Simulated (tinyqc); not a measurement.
Worked calculation: UKS/PBE in the sto-6g basis, for H4, spin multiplicity 3. This run ends on a higher stationary point, not on the lowest solution. Computed by tinyqc, a small Python program that keeps every step (integrals from PySCF). Settings: charge = 0, multiplicity = 3, basis = sto-6g, energy threshold = 1e-10, iteration cap = 80, orthogonalisation = symmetric, start = core, DIIS depth = 3, DIIS from iteration = 2, damping = 0.5, method = UKS, functional = pbe,pbe, grid = [40, 50]. Command: `OMP_NUM_THREADS=1 python tinyqc.py 27902 27903 out.jsonl` (the two numbers bound the seeds that draw the settings). One thread of a shared host (Intel(R) Xeon(R) Processor @ 2.60GHz), about 4 s of CPU time with the checks. Later iterations appear only in the table of the cycle.

## One-electron integrals

Geometry (angstrom):
```
atom         x         y         z
H     0.000000  0.000000  0.000000
H     0.000000  0.000000  1.142000
H     0.000000  0.000000  2.980000
H     0.000000  0.000000  4.122000
```

Basis sto-6g: exponents (1/bohr^2) and contraction coefficients of normalised primitives:
```
element  l (shell)   exponent  coefficient
H            s (1)  35.523221     0.009164
H            s (1)   6.513144     0.049361
H            s (1)   1.822143     0.168538
H            s (1)   0.625955     0.370563
H            s (1)   0.243077     0.416492
H            s (1)   0.100112     0.130334
```

Overlap, kinetic and nuclear-attraction integrals over the contracted functions; the nuclear repulsion is the sum of Za Zb / Rab.

nuclear repulsion = 1.69819568 hartree

overlap S, lower triangle:
```
          1H 1s     2H 1s     3H 1s     4H 1s
1H 1s  1.000000
2H 1s  0.417360  1.000000
3H 1s  0.022487  0.154828  1.000000
4H 1s  0.002543  0.022487  0.417360  1.000000
```

kinetic energy T (hartree), lower triangle:
```
           1H 1s      2H 1s     3H 1s     4H 1s
1H 1s   0.768522
2H 1s   0.068198   0.768522
3H 1s  -0.005841  -0.009055  0.768522
4H 1s  -0.001035  -0.005841  0.068198  0.768522
```

nuclear attraction V (hartree), lower triangle:
```
           1H 1s      2H 1s      3H 1s      4H 1s
1H 1s  -2.000821
2H 1s  -0.782748  -2.160075
3H 1s  -0.036157  -0.260138  -2.160075
4H 1s  -0.003914  -0.036157  -0.782748  -2.000821
```

core Hamiltonian H = T + V (hartree), lower triangle:
```
           1H 1s      2H 1s      3H 1s      4H 1s
1H 1s  -1.232299
2H 1s  -0.714550  -1.391553
3H 1s  -0.041998  -0.269192  -1.391553
4H 1s  -0.004949  -0.041998  -0.714550  -1.232299
```

## Two-electron integrals

Functions are numbered as in S; the eight-fold symmetry (ij|kl) = (ji|kl) = (kl|ij) leaves the list below.

Two-electron integrals (ij|kl) in chemists' order, unique and non-zero (hartree):
```
(11|11) 0.774999   (21|11) 0.248958   (21|21) 0.107621   (22|11) 0.434297
(22|21) 0.248958   (22|22) 0.774999   (31|11) 0.008241   (31|21) 0.004049
(31|22) 0.011224   (31|31) 0.000214   (32|11) 0.040999   (32|21) 0.023072
(32|22) 0.075266   (32|31) 0.001544   (32|32) 0.012602   (33|11) 0.177560
(33|21) 0.092589   (33|22) 0.286124   (33|31) 0.008241   (33|32) 0.075266
(33|33) 0.774999   (41|11) 0.000732   (41|21) 0.000369   (41|22) 0.001051
(41|31) 0.000022   (41|32) 0.000164   (41|33) 0.001051   (41|41) 2.37e-06
(42|11) 0.004824   (42|21) 0.002613   (42|22) 0.008241   (42|31) 0.000186
(42|32) 0.001544   (42|33) 0.011224   (42|41) 0.000022   (42|42) 0.000214
(43|11) 0.062520   (43|21) 0.031392   (43|22) 0.092589   (43|31) 0.002613
(43|32) 0.023072   (43|33) 0.248958   (43|41) 0.000369   (43|42) 0.004049
(43|43) 0.107621   (44|11) 0.128379   (44|21) 0.062520   (44|22) 0.177560
(44|31) 0.004824   (44|32) 0.040999   (44|33) 0.434297   (44|41) 0.000732
(44|42) 0.008241   (44|43) 0.248958   (44|44) 0.774999
```

## Orthogonalisation

S = U s U^T; symmetric (Loewdin) form X = U s^(-1/2) U^T, so that X^T S X = 1.

eigenvalues of S: 0.519167  0.632297  1.323462  1.525075

X, lower triangle:
```
           1H 1s      2H 1s      3H 1s     4H 1s
1H 1s   1.075664
2H 1s  -0.237626   1.086566
3H 1s   0.016990  -0.091087   1.086566
4H 1s  -0.003795   0.016990  -0.237626  1.075664
```

## Starting guess

The start is the orbitals of the core Hamiltonian; D(s) = C_occ C_occ^T for each spin.

D(alpha) at the start, lower triangle:
```
           1H 1s      2H 1s      3H 1s     4H 1s
1H 1s   0.712615
2H 1s  -0.046990   0.807892
3H 1s  -0.409141   0.231768   0.807892
4H 1s   0.484967  -0.409141  -0.046990  0.712615
```

D(beta) at the start, lower triangle:
```
          1H 1s     2H 1s     3H 1s     4H 1s
1H 1s  0.054747
2H 1s  0.125901  0.289532
3H 1s  0.125901  0.289532  0.289532
4H 1s  0.054747  0.125901  0.125901  0.054747
```

## Iteration 1: exchange-correlation on the grid

Becke grid with 40 radial and 50 angular points per atom, points of zero weight dropped. rho = sum D_ij phi_i phi_j; V_xc,ij = sum w v_xc phi_i phi_j plus the gradient terms; v_xc is d(rho eps)/d rho(s) for spin s at fixed gradient.

The 8 grid points with the largest w rho, of 7930 (bohr, atomic units):
```
x                  y         z         w  rho(alpha)  rho(beta)     eps_xc  v_xc(alpha)
0.000000   -0.819408  2.977476  0.061387    0.029634   0.013780  -0.329714    -0.394556
0.819408    0.000000  2.977476  0.061387    0.029634   0.013780  -0.329714    -0.394556
0.000000    0.819408  2.977476  0.061387    0.029634   0.013780  -0.329714    -0.394556
-0.819408   0.000000  2.977476  0.061387    0.029634   0.013780  -0.329714    -0.394556
-0.819408   0.000000  4.811975  0.061387    0.029634   0.013780  -0.329714    -0.394556
0.000000   -0.819408  4.811975  0.061387    0.029634   0.013780  -0.329714    -0.394556
0.000000    0.819408  4.811975  0.061387    0.029634   0.013780  -0.329714    -0.394556
0.819408    0.000000  4.811975  0.061387    0.029634   0.013780  -0.329714    -0.394556
```

electrons on the grid, sum of w rho = 4.000081

E_xc = sum of w rho eps_xc = -1.41531893 hartree

V_xc(alpha) (hartree), lower triangle:
```
           1H 1s      2H 1s      3H 1s      4H 1s
1H 1s  -0.466562
2H 1s  -0.178625  -0.492159
3H 1s  -0.007579  -0.055363  -0.492159
4H 1s  -0.000796  -0.007579  -0.178625  -0.466562
```

V_xc(beta) (hartree), lower triangle:
```
           1H 1s      2H 1s      3H 1s      4H 1s
1H 1s  -0.316334
2H 1s  -0.139950  -0.411664
3H 1s  -0.006306  -0.047465  -0.411664
4H 1s  -0.000663  -0.006306  -0.139950  -0.316334
```

## Iteration 1: building the Kohn-Sham matrix

J_ij = sum D_kl (ij|kl) with D = D(alpha) + D(beta); F = H + J + V_xc; E = tr D H + tr D J / 2 + E_xc + E_nn.

Coulomb J (hartree), lower triangle:
```
          1H 1s     2H 1s     3H 1s     4H 1s
1H 1s  1.449976
2H 1s  0.656456  1.756501
3H 1s  0.033844  0.246971  1.756501
4H 1s  0.003695  0.033844  0.656456  1.449976
```

F(alpha) (hartree), lower triangle:
```
           1H 1s      2H 1s      3H 1s      4H 1s
1H 1s  -0.248885
2H 1s  -0.236719  -0.127211
3H 1s  -0.015734  -0.077584  -0.127211
4H 1s  -0.002049  -0.015734  -0.236719  -0.248885
```

F(beta) (hartree), lower triangle:
```
           1H 1s      2H 1s      3H 1s      4H 1s
1H 1s  -0.098657
2H 1s  -0.198044  -0.046715
3H 1s  -0.014461  -0.069686  -0.046715
4H 1s  -0.001917  -0.014461  -0.198044  -0.098657
```

total energy of this density = -1.87111523 hartree

This density is the starting one.

## Iteration 1: diagonalisation and new density

Diagonalise F' = X^T F X, C = X C', fill 3 alpha and 1 beta electrons from the bottom; D(s) = C_occ C_occ^T; the new density keeps 0.5 of the old one (damping). Each column has its largest component positive (the first on a tie).

F' = X^T F X (alpha) (hartree), lower triangle:
```
           1          2          3          4
1  -0.174113
2  -0.194932  -0.028285
3   0.017595  -0.075982  -0.028285
4  -0.004750   0.017595  -0.194932  -0.174113
```

orbital energies (alpha) (hartree): MO1 -0.322781, MO2 -0.299467, MO3 0.039652, MO4 0.177801

coefficients C (alpha):
```
            MO1        MO2        MO3        MO4
1H 1s  0.490196   0.556993  -0.598748  -0.552077
2H 1s  0.322430   0.281224   0.644879   0.804214
3H 1s  0.322430  -0.281224   0.644879  -0.804214
4H 1s  0.490196  -0.556993  -0.598748   0.552077
```

F' = X^T F X (beta) (hartree), lower triangle:
```
           1          2          3          4
1  -0.015512
2  -0.206659   0.054391
3   0.018918  -0.081290   0.054391
4  -0.005192   0.018918  -0.206659  -0.015512
```

orbital energies (beta) (hartree): MO1 -0.211568, MO2 -0.174415, MO3 0.163965, MO4 0.299775

coefficients C (beta):
```
            MO1        MO2        MO3        MO4
1H 1s  0.420271   0.511341   0.649741  -0.594610
2H 1s  0.392424   0.344267  -0.604841   0.779312
3H 1s  0.392424  -0.344267  -0.604841  -0.779312
4H 1s  0.420271  -0.511341   0.649741   0.594610
```

D(alpha) after iteration 1, lower triangle:
```
           1H 1s      2H 1s      3H 1s     4H 1s
1H 1s   0.810824
2H 1s  -0.059208   0.703404
3H 1s  -0.396923   0.336255   0.703404
4H 1s   0.386759  -0.396923  -0.059208  0.810824
```

D(beta) after iteration 1, lower triangle:
```
          1H 1s     2H 1s     3H 1s     4H 1s
1H 1s  0.115687
2H 1s  0.145413  0.221764
3H 1s  0.145413  0.221764  0.221764
4H 1s  0.115687  0.145413  0.145413  0.115687
```

## Iteration 2: exchange-correlation on the grid

As before.

The 8 grid points with the largest w rho, of 7930 (bohr, atomic units):
```
x                  y         z         w  rho(alpha)  rho(beta)     eps_xc  v_xc(alpha)
0.819408    0.000000  6.450792  0.049286    0.031820   0.015437  -0.328463    -0.419655
0.000000   -0.819408  6.450792  0.049286    0.031820   0.015437  -0.328463    -0.419655
0.000000    0.819408  6.450792  0.049286    0.031820   0.015437  -0.328463    -0.419655
-0.819408   0.000000  6.450792  0.049286    0.031820   0.015437  -0.328463    -0.419655
0.819408    0.000000  1.338659  0.049286    0.031820   0.015437  -0.328463    -0.419655
0.000000    0.819408  1.338659  0.049286    0.031820   0.015437  -0.328463    -0.419655
-0.819408   0.000000  1.338659  0.049286    0.031820   0.015437  -0.328463    -0.419655
0.000000   -0.819408  1.338659  0.049286    0.031820   0.015437  -0.328463    -0.419655
```

electrons on the grid, sum of w rho = 4.000085

E_xc = sum of w rho eps_xc = -1.40163350 hartree

V_xc(alpha) (hartree), lower triangle:
```
           1H 1s      2H 1s      3H 1s      4H 1s
1H 1s  -0.482042
2H 1s  -0.178396  -0.476667
3H 1s  -0.007453  -0.053899  -0.476667
4H 1s  -0.000783  -0.007453  -0.178396  -0.482042
```

V_xc(beta) (hartree), lower triangle:
```
           1H 1s      2H 1s      3H 1s      4H 1s
1H 1s  -0.350278
2H 1s  -0.142446  -0.393714
3H 1s  -0.006135  -0.044959  -0.393714
4H 1s  -0.000647  -0.006135  -0.142446  -0.350278
```

## Iteration 2: building the Kohn-Sham matrix

As before.

Coulomb J (hartree), lower triangle:
```
          1H 1s     2H 1s     3H 1s     4H 1s
1H 1s  1.496682
2H 1s  0.651312  1.682761
3H 1s  0.032804  0.235874  1.682761
4H 1s  0.003591  0.032804  0.651312  1.496682
```

F(alpha) (hartree), lower triangle:
```
           1H 1s      2H 1s      3H 1s      4H 1s
1H 1s  -0.217659
2H 1s  -0.241634  -0.185459
3H 1s  -0.016646  -0.087218  -0.185459
4H 1s  -0.002140  -0.016646  -0.241634  -0.217659
```

F(beta) (hartree), lower triangle:
```
           1H 1s      2H 1s      3H 1s      4H 1s
1H 1s  -0.085895
2H 1s  -0.205684  -0.102505
3H 1s  -0.015329  -0.078278  -0.102505
4H 1s  -0.002004  -0.015329  -0.205684  -0.085895
```

total energy of this density = -1.89854974 hartree

This density is a damped mixture and is not idempotent.

## Iteration 2: diagonalisation and new density

As before.

F' = X^T F X (alpha) (hartree), lower triangle:
```
           1          2          3          4
1  -0.138731
2  -0.194099  -0.091377
3   0.017806  -0.076083  -0.091377
4  -0.004908   0.017806  -0.194099  -0.138731
```

orbital energies (alpha) (hartree): MO1 -0.332245, MO2 -0.294595, MO3 0.021146, MO4 0.145477

coefficients C (alpha):
```
            MO1        MO2        MO3        MO4
1H 1s  0.403580   0.499265   0.660238  -0.604785
2H 1s  0.407707   0.359889  -0.594647   0.772222
3H 1s  0.407707  -0.359889  -0.594647  -0.772222
4H 1s  0.403580  -0.499265   0.660238   0.604785
```

F' = X^T F X (beta) (hartree), lower triangle:
```
           1          2          3         4
1   0.000031
2  -0.205047  -0.005614
3   0.018957  -0.080732  -0.005614
4  -0.005283   0.018957  -0.205047  0.000031
```

orbital energies (beta) (hartree): MO1 -0.236255, MO2 -0.186490, MO3 0.144657, MO4 0.266923

coefficients C (beta):
```
            MO1        MO2        MO3        MO4
1H 1s  0.353980   0.462689   0.688105  -0.633205
2H 1s  0.450295   0.404851  -0.563084   0.749629
3H 1s  0.450295  -0.404851  -0.563084  -0.749629
4H 1s  0.353980  -0.462689   0.688105   0.633205
```

D(alpha) after iteration 2, lower triangle:
```
           1H 1s      2H 1s      3H 1s     4H 1s
1H 1s   0.829440
2H 1s  -0.053797   0.676377
3H 1s  -0.402335   0.363282   0.676377
4H 1s   0.368142  -0.402335  -0.053797  0.829440
```

D(beta) after iteration 2, lower triangle:
```
          1H 1s     2H 1s     3H 1s     4H 1s
1H 1s  0.120495
2H 1s  0.152404  0.212265
3H 1s  0.152404  0.212265  0.212265
4H 1s  0.120495  0.152404  0.152404  0.120495
```

## Iteration 30 (converged): orbitals

converged F(alpha) (hartree), lower triangle:
```
           1H 1s      2H 1s      3H 1s      4H 1s
1H 1s  -0.213611
2H 1s  -0.242707  -0.195097
3H 1s  -0.016814  -0.088949  -0.195097
4H 1s  -0.002157  -0.016814  -0.242707  -0.213611
```

converged F(beta) (hartree), lower triangle:
```
           1H 1s      2H 1s      3H 1s      4H 1s
1H 1s  -0.077309
2H 1s  -0.206993  -0.117079
3H 1s  -0.015533  -0.080397  -0.117079
4H 1s  -0.002025  -0.015533  -0.206993  -0.077309
```

Diagonalise F' = X^T F X, C = X C', fill 3 alpha and 1 beta electrons from the bottom; D(s) = C_occ C_occ^T. Each column has its largest component positive (the first on a tie).

F' = X^T F X (alpha) (hartree), lower triangle:
```
           1          2          3          4
1  -0.134038
2  -0.193997  -0.101720
3   0.017864  -0.076266  -0.101720
4  -0.004936   0.017864  -0.193997  -0.134038
```

orbital energies (alpha) (hartree): MO1 -0.335690, MO2 -0.295385, MO3 0.018731, MO4 0.140829

coefficients C (alpha):
```
            MO1        MO2        MO3        MO4
1H 1s  0.389347   0.489278   0.668730  -0.612893
2H 1s  0.420349   0.372507  -0.585778   0.766216
3H 1s  0.420349  -0.372507  -0.585778  -0.766216
4H 1s  0.389347  -0.489278   0.668730   0.612893
```

F' = X^T F X (beta) (hartree), lower triangle:
```
           1          2          3         4
1   0.009817
2  -0.205124  -0.021371
3   0.018986  -0.080435  -0.021371
4  -0.005326   0.018986  -0.205124  0.009817
```

orbital energies (beta) (hartree): MO1 -0.242234, MO2 -0.188080, MO3 0.144919, MO4 0.262287

coefficients C (beta):
```
            MO1        MO2        MO3        MO4
1H 1s  0.331924   0.444494   0.699012  -0.646108
2H 1s  0.467970   0.426007  -0.548483   0.737811
3H 1s  0.467970  -0.426007  -0.548483  -0.737811
4H 1s  0.331924  -0.444494   0.699012   0.646108
```

D(alpha) after iteration 30, lower triangle:
```
           1H 1s      2H 1s      3H 1s     4H 1s
1H 1s   0.838184
2H 1s  -0.045806   0.658591
3H 1s  -0.410325   0.381068   0.658591
4H 1s   0.359398  -0.410325  -0.045806  0.838184
```

D(beta) after iteration 30, lower triangle:
```
          1H 1s     2H 1s     3H 1s     4H 1s
1H 1s  0.110174
2H 1s  0.155331  0.218996
3H 1s  0.155331  0.218996  0.218996
4H 1s  0.110174  0.155331  0.155331  0.110174
```

## Convergence

Stop when the energy changes by less than 1e-10 hartree and every element of the error matrix X^T (F D S - S D F) X (for each spin) is below 3e-06.

Course of the cycle:
```
iteration  E (hartree)     change  largest element of the error matrix
1          -1.87111523          -                             7.60e-02
2          -1.89854974  -2.74e-02                             1.50e-02
3          -1.90930050  -1.08e-02                             3.71e-03
4          -1.91462554  -5.33e-03                             2.24e-03
5          -1.91729518  -2.67e-03                             1.12e-03
6          -1.91863857  -1.34e-03                             5.61e-04
7          -1.91931174  -6.73e-04                             2.81e-04
8          -1.91964867  -3.37e-04                             1.40e-04
9          -1.91981722  -1.69e-04                             7.02e-05
10         -1.91990152  -8.43e-05                             3.52e-05
11         -1.91994367  -4.22e-05                             1.76e-05
12         -1.91996475  -2.11e-05                             8.79e-06
13         -1.91997529  -1.05e-05                             4.40e-06
14         -1.91998056  -5.27e-06                             2.20e-06
...                ...        ...                                  ...
17         -1.91998517  -6.59e-07                             2.74e-07
18         -1.91998550  -3.29e-07                             1.37e-07
19         -1.91998566  -1.65e-07                             6.86e-08
20         -1.91998574  -8.23e-08                             3.43e-08
21         -1.91998578  -4.12e-08                             1.72e-08
22         -1.91998580  -2.06e-08                             8.58e-09
23         -1.91998581  -1.03e-08                             4.29e-09
24         -1.91998582  -5.15e-09                             2.15e-09
25         -1.91998582  -2.57e-09                             1.07e-09
26         -1.91998582  -1.29e-09                             5.36e-10
27         -1.91998582  -6.43e-10                             2.68e-10
28         -1.91998582  -3.22e-10                             1.34e-10
29         -1.91998582  -1.61e-10                             6.72e-11
30         -1.91998582  -8.04e-11                             3.38e-11
```

PySCF UKS in the same basis, fine grid, after a stability check = -1.92672870 hartree

Converged in 30 iterations. But the solution lies 0.00674 hartree above the reference: it is another stationary point, not the lowest one. Reruns (cap 100 unless said): DIIS 8: converged in 11 to a higher stationary point; damping 0.5: not converged; level shift 0.5: converged in 21 to a higher stationary point; atomic densities as start, DIIS 8: converged in 8 to a higher stationary point.

## Populations, bond orders and dipole

Mulliken: Z minus the diagonal of D S on the atom; Loewdin: the same with S^(1/2) D S^(1/2); Mayer order: 2 sum_s sum (D(s) S)_ij (D(s) S)_ji over the two atoms.

Charges (e):
```
atom   Mulliken    Loewdin  Mulliken spin
1H     0.010471   0.009239       0.631978
2H    -0.010471  -0.009239       0.368022
3H    -0.010471  -0.009239       0.368022
4H     0.010471   0.009239       0.631978
```

Mayer bond orders:
```
pair     order
2-1   0.232472
3-1   0.232472
3-2   0.399506
4-1   0.135550
4-2   0.232472
4-3   0.232472
```

dipole moment about the origin, x y z (debye): 0.000000  0.000000  0.000000

<S^2> of the determinant (pure state: 2) = 2.000000
